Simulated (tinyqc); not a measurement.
# On-chip interconnect, size-dependent resistivity and RC delay: what changes with what

A rectangular line between two neighbours and two ground planes. Surface and grain-boundary scattering are added to the bulk resistivity as corrections; capacitances are parallel-plate values without fringing; inductance is ignored.

Values chosen for this exercise; metal values close to those of copper: bulk resistivity rho0 = 1.69 uohm cm; bulk mean free path lam = 39.5 nm; specular share of surface scattering ps = 0.4; reflection coefficient of grain boundaries Rg = 0.33; grain size over the metal width gr = 2; drawn line width wd = 19 nm; aspect ratio, height over width AR = 1.4; liner on both walls and the bottom, not conducting tl = 2.7 nm; space to the neighbouring lines sp = 19 nm; dielectric height to the planes above and below hd = 28 nm; relative permittivity of the dielectric ek = 3; Miller factor of the neighbours Mf = 2; driver resistance Rd = 7800 ohm; load capacitance Cl = 0.56 fF; bulk resistivity of the second metal (close to molybdenum) rho2 = 5.16 uohm cm; mean free path of the second metal lam2 = 11.3 nm; liner of the second metal tl2 = 0.5 nm.

Constants: eps0 = 8.8541878128e-12 F/m. Results are converted to the units shown.

Each table varies one quantity; the others keep the values above.

## Delay against the line length

Metal width x = wd - 2 tl, height y = AR wd - tl; grain boundaries (Mayadas-Shatzkes): al = (lam/(gr x)) Rg/(1 - Rg), g = 1/[1 - 3 al/2 + 3 al^2 - 3 al^3 ln(1 + 1/al)] - 1; surfaces (Fuchs-Sondheimer, thick limit): s = (3/8) lam (1 - ps)(1/x + 1/y); rho = rho0 (1 + g + s); r = rho/(x y); c = eps0 ek (2 wd/hd + 2 Mf AR wd/sp). Elmore delay tE = Rd (c Lw + Cl) + r Lw (c Lw/2 + Cl); t50 is the time at which the far end of a ladder of 30 pi sections (half capacitances at both ends, Cl at the far end, a step applied through Rd) reaches half the step; line share r Lw/(Rd + r Lw); estimate 0.69 Rd (c Lw + Cl) + 0.38 r c Lw^2 + 0.69 r Lw Cl.

The same in every row: rho (uohm cm) = 5.101; r (ohm/um) = 156.9; c (fF/um) = 0.1848.

Delay against the line length:

| Lw (um) | tE (ps) | t50 (ps) | estimate (ps) | line share of the resistance (%) |
|---|---|---|---|---|
| 1 | 5.912 | 4.101 | 4.080 | 1.972 |
| 3 | 9.086 | 6.325 | 6.279 | 5.693 |
| 7 | 15.78 | 11.06 | 10.94 | 12.35 |
| 20 | 40.76 | 28.98 | 28.53 | 28.69 |
| 50 | 117.1 | 85.09 | 83.33 | 50.15 |
| 100 | 302.3 | 223.7 | 218.8 | 66.80 |
| 400 | 2936 | 2216 | 2189 | 88.95 |
| 1000 | 1.604e4 | 1.214e4 | 1.208e4 | 95.27 |
| 3000 | 1.351e5 | 1.023e5 | 1.024e5 | 98.37 |

As Lw goes from 1 to 3000, r stays at 157 ohm/um, c stays at 0.185 fF/um and t50 rises from 4.10 to 1.02e5 ps. t50/tE lies between 0.694 and 0.757, and the estimate is within 2.2 % of t50. The delay goes as Lw^(0.39) for the shortest lines and Lw^(1.94) for the longest; the line resistance equals Rd at 49.7 um.

## Two metals against line width

Metal width x = wd - 2 tl, height y = AR wd - tl; grain boundaries (Mayadas-Shatzkes): al = (lam/(gr x)) Rg/(1 - Rg), g = 1/[1 - 3 al/2 + 3 al^2 - 3 al^3 ln(1 + 1/al)] - 1; surfaces (Fuchs-Sondheimer, thick limit): s = (3/8) lam (1 - ps)(1/x + 1/y); rho = rho0 (1 + g + s); r = rho/(x y). The second metal has rho2, lam2 and tl2 in place of rho0, lam and tl; ps, Rg, gr and AR are shared.

Results:

| wd (nm) | rho, first (uohm cm) | rho, second (uohm cm) | r, first (ohm/um) | r, second (ohm/um) | ratio second/first |
|---|---|---|---|---|---|
| 8 | 17.76 | 11.15 | 8038 | 1489 | 0.1852 |
| 13 | 7.600 | 8.705 | 645.2 | 409.9 | 0.6353 |
| 17 | 5.657 | 7.835 | 231.1 | 210.2 | 0.9093 |
| 22 | 4.511 | 7.208 | 96.71 | 113.3 | 1.171 |
| 30 | 3.625 | 6.651 | 37.50 | 55.26 | 1.474 |
| 45 | 2.911 | 6.147 | 12.19 | 22.35 | 1.834 |
| 70 | 2.448 | 5.792 | 3.976 | 8.610 | 2.165 |
| 120 | 2.122 | 5.528 | 1.120 | 2.773 | 2.476 |

Estimate the missing row, wd = 10 nm.

Computed row:

| wd (nm) | rho, first (uohm cm) | rho, second (uohm cm) | r, first (ohm/um) | r, second (ohm/um) | ratio second/first |
|---|---|---|---|---|---|
| 10 | 11.14 | 9.854 | 2143 | 811.0 | 0.3784 |

With this row back in the table: The resistivity of the first metal falls from 17.8 to 2.12 uohm cm and that of the second goes from 11.2 to 5.53 uohm cm as the line widens. The products rho0 lam, which set the size effect, are 66.8 and 58.3 uohm cm nm. The two resistances cross at wd = 18.6 nm: below it the second metal gives the lower line resistance. For widths well under the mean free path the thick-limit surface term is only a guide.

Range of the model: The metal width is under the mean free path, where the thick-limit surface term and the simple sum of corrections lose accuracy.

tinyqc, about 0.01 s, one thread, Intel Xeon 2.30GHz (shared host): `OMP_NUM_THREADS=1 python tinyqc.py 2100001 2100002 out.jsonl`
